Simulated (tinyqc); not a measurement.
Worked calculation: Born-Oppenheimer dynamics on the RHF/sto-6g surface (energies and gradients from PySCF), for BeH2, spin multiplicity 1. Computed by tinyqc, a small Python program that keeps every step (integrals from PySCF). Settings: charge = 0, multiplicity = 1, basis = sto-6g, time step (fs) = 0.5, steps = 24. Command: `OMP_NUM_THREADS=1 python tinyqc.py 30573 30574 out.jsonl` (the two numbers bound the seeds that draw the settings). One thread of a shared host (Intel(R) Xeon(R) Processor @ 2.60GHz), about 3 s of CPU time with the checks.

positions (bohr), order 1Be, 2H, 3H:
$$\begin{pmatrix}
0.04535 & 0.01134 & 0.03779 \\
0.03402 & 2.53412 & 0.21165 \\
0.03213 & -2.43775 & 0.19086
\end{pmatrix}$$

The total energy should stay constant up to terms of order dt^2; the step counts as short enough if it moves by less than 2 % of the largest kinetic energy.

Trajectory:
```
time (fs)  1Be-2H (angstrom)  potential (hartree)  kinetic (hartree)  total (hartree)
0.00000              1.33818          -15.7242224          0.0000069      -15.7242155
0.50000              1.33622          -15.7243086          0.0000920      -15.7242166
1.00000              1.33140          -15.7245122          0.0002931      -15.7242191
1.50000              1.32397          -15.7247938          0.0005712      -15.7242226
2.00000              1.31430          -15.7250979          0.0008713      -15.7242266
2.50000              1.30292          -15.7253624          0.0011322      -15.7242302
3.00000              1.29046          -15.7255313          0.0012986      -15.7242327
3.50000              1.27763          -15.7255674          0.0013341      -15.7242333
4.00000              1.26523          -15.7254637          0.0012321      -15.7242316
4.50000              1.25404          -15.7252488          0.0010209      -15.7242279
5.00000              1.24480          -15.7249829          0.0007599      -15.7242230
5.50000              1.23816          -15.7247439          0.0005256      -15.7242183
6.00000              1.23458          -15.7246058          0.0003905      -15.7242153
6.50000              1.23432          -15.7246157          0.0004008      -15.7242149
7.00000              1.23738          -15.7247793          0.0005620      -15.7242173
7.50000              1.24353          -15.7250589          0.0008373      -15.7242217
8.00000              1.25232          -15.7253864          0.0011599      -15.7242266
8.50000              1.26314          -15.7256843          0.0014536      -15.7242306
9.00000              1.27524          -15.7258870          0.0016541      -15.7242329
9.50000              1.28784          -15.7259564          0.0017232      -15.7242332
10.00000             1.30018          -15.7258867          0.0016551      -15.7242315
10.50000             1.31154          -15.7257018          0.0014731      -15.7242286
11.00000             1.32128          -15.7254460          0.0012208      -15.7242252
11.50000             1.32891          -15.7251735          0.0009517      -15.7242219
12.00000             1.33404          -15.7249368          0.0007176      -15.7242192
```

Is the time step short enough?

Yes. The total energy moves within 1.8e-05 hartree, under 2 % of the largest kinetic energy.
